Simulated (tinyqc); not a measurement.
Vertical double-diffused power MOSFET, components of the on-resistance: one step of the calculation.

Stripe cells of pitch Wp + a, two channels a cell. Current flows through the channels, spreads in the accumulation layer, passes the gap between the p bodies and spreads at 45 degrees into the drift layer below them. Low drain voltage, full ionisation.

Question. Drift layer. Triangular field at breakdown with Ec = Kc N^(1/8): BV = eps0 eps_r Ec^2/(2 q N), so N = (eps0 eps_r Kc^2/(2 q BV))^(4/3); W = 2 BV/Ec; mu = mud (T/300 K)^(-bt); rho = 1/(q mu N); ideal resistance rho W.

Inputs (values chosen for the exercise); bulk values close to those of 4H silicon carbide:
- T = 450 K (temperature)
- eps_r = 9.82 (relative permittivity)
- Kc = 22800 V/cm per (cm^-3)^(1/8) (critical-field constant)
- BV = 900 V (rated breakdown voltage of the drift layer)
- mud = 797 cm^2/(V s) (drift mobility at 300 K)
- bt = 2.2 (temperature exponent of the drift mobility)

Constants: q = 1.602176634e-19 C, eps0 = 8.8541878128e-14 F/cm where lengths are in cm. Results are converted to the units shown.

Wanted: N; Ec; W; mu; rho; ideal resistance.

Answer.

N = 1.821e16 cm^-3
Ec = 2.457 MV/cm
W = 7.325 um
mu = 326.6 cm^2/(V s)
rho = 1.050 ohm cm
ideal resistance = 0.7689 mohm cm^2

Numbers from tinyqc (`OMP_NUM_THREADS=1 python tinyqc.py 2230070 2230071 out.jsonl`; about 0.01 s on one thread of a shared Intel Xeon 2.30GHz).
